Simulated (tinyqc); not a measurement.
Inside a calculation. Method: G0W0 on RHF in the sto-6g basis, for H2, spin multiplicity 1. One step of it, computed by the program tinyqc.

Problem. Iteration 2 (converged): orbitals. Diagonalise F' = X^T F X, C = X C', fill 1 alpha and 1 beta electrons from the bottom; D = 2 C_occ C_occ^T. Each column has its largest component positive (the first on a tie).

converged F (hartree):
```
,1H 1s,2H 1s
1H 1s,-0.222484,-0.442016
2H 1s,-0.442016,-0.222484
```

X:
```
,1H 1s,2H 1s
1H 1s,1.086802,-0.254725
2H 1s,-0.254725,1.086802
```

Give: F' = X^T F X; orbital energies; coefficients C; D after iteration 2.

Solution.

F' = X^T F X (hartree):
```
,1,2
1,-0.032,-0.428
2,-0.428,-0.032
```

orbital energies (hartree): MO1 -0.460, MO2 0.395

coefficients C:
```
,MO1,MO2
1H 1s,0.588,0.949
2H 1s,0.588,-0.949
```

D after iteration 2:
```
,1H 1s,2H 1s
1H 1s,0.692,0.692
2H 1s,0.692,0.692
```
